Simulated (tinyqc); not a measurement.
Wannier functions of a composite (isolated) pair of valence bands (bonds of an sp chain): one step. The Hamiltonian in the new basis.

H(k) (eV):
```
           A<         A>         B<         B>
A<          0  -1.780000          0   2.680000
A>  -1.780000          0  -3.730000          0
B<          0  -3.730000          0  -1.390000
B>   2.680000          0  -1.390000          0
```

w:
```
           1          2
A<  0.160953  -0.688545
A>  0.688545  -0.160953
B<  0.688545   0.160953
B>  0.160953   0.688545
```

Problem. H_W = w^+ H w; its eigenvalues must be the two filled levels.

Give: H_W(k); eigenvalues.

Solution.

H_W(k) (eV):
```
        1       2
1  -4.101   0.195
2   0.195  -3.051
```

eigenvalues (eV): -4.136  -3.015

(tinyqc, `OMP_NUM_THREADS=1 python tinyqc.py 1452885 1452886 out.jsonl`, Intel(R) Xeon(R) Processor @ 2.30GHz, 1 thread, shared host, about 0.3 s.)
